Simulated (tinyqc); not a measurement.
Changing the thickness t_F: switching kinetics of a ferroelectric film and the memory window of a ferroelectric gate stack. Computed by tinyqc, a small Python program. Command: `OMP_NUM_THREADS=1 python tinyqc.py 3009706 3009707 out.jsonl feswitch sweep`. One thread of a shared host (Intel(R) Xeon(R) Processor @ 2.30GHz), about 0.03 s of CPU time with the checks.

Fields in MV/cm; 1 microcoulomb/cm^2 over eps_0 is 11.29409 MV/cm. In the stack (metal, ferroelectric, interlayer, channel) the channel is taken as a conductor.

Inputs (values chosen for the exercise, for a model film):

| quantity | value | unit |
|---|---|---|
| saturation polarisation P_s | 25 | microcoulomb/cm^2 |
| ratio P_r/P_s | 0.76 | - |
| coercive field E_c | 0.95 | MV/cm |
| permittivity of the ferroelectric eps_F | 24 | - |
| permittivity of the interlayer eps_I | 7.5 | - |
| interlayer thickness t_I | 1.9 | nm |
| share s of P screened by trapped charge | 0.91 | - |
| pulse height V | 3.1 | V |
| time constant t_inf | 1.5e-11 | s |
| activation field E_a | 7.5 | MV/cm |
| Merz exponent alpha | 2 | - |
| dimension n | 2 | - |
| half width w of log10 t | 0.28 | - |
| pulse length t_p | 1.8e-07 | s |

Kinetics: nucleation-limited (NLS).

Method:
- Saturated branches: P(E) = P_s tanh[(E -/+ E_c)/(2 delta)], delta = E_c/ln[(1 + P_r/P_s)/(1 - P_r/P_s)]; D = P + eps_0 eps_F E.
- At threshold the channel charge is negligible, so D = 0 on each branch: (1 - s) P(E) + eps_0 eps_F E = 0, with the screened share s. The rising branch has the root E0 between 0 and E_c; window = 2 E0 t_F; its upper bound is 2 E_c t_F.
- Series stack: V = E_F t_F + E_I t_I and eps_I E_I = eps_F E_F + (1 - s) P/eps_0. Before switching P = -P_r, after it P = +P_s; in retention V = 0 and P = +P_r.
- Merz's law: t1 = t_inf exp[(E_a/E)^alpha] at the mean of the fields before and after switching. NLS: switched share = integral of [1 - exp(-(t/tau)^n)] F(z) dz over z = log10 tau, with the Lorentzian F = (1/pi) w/[(z - log10 t1)^2 + w^2].

One run for each value:

| thickness t_F (nm) | memory window (V) | depolarising field over E_c | E_F after switching (MV/cm) | switching time t1 (s) |
|---|---|---|---|---|
| 4.0 | 0.385 | 0.5109 | 2.437 | 7.811e-09 |
| 7.7 | 0.742 | 0.3737 | 1.782 | 1.791e-06 |
| 11.0 | 1.060 | 0.3015 | 1.438 | 9.458e-04 |
| 15.0 | 1.445 | 0.2443 | 1.165 | 1.140e+01 |
| 19.0 | 1.831 | 0.2053 | 0.979 | 9.850e+05 |

What does the table show, and why?

Over the rows, memory window (V) rises from 0.385 to 1.83 (exponent d ln y / d ln x about 1.00 throughout); depolarising field over E_c falls from 0.511 to 0.205 (exponent d ln y / d ln x -0.48 between the first rows and -0.74 between the last); E_F after switching (MV/cm) falls from 2.44 to 0.979 (exponent d ln y / d ln x -0.48 between the first rows and -0.74 between the last). The exponent of memory window stays at 1: the window is a field times the thickness.  Left out: 23.0, 26.0, 30.0 (switching is frozen at this field).

Extremes, crossings and ranges named in words are read from the listed rows.
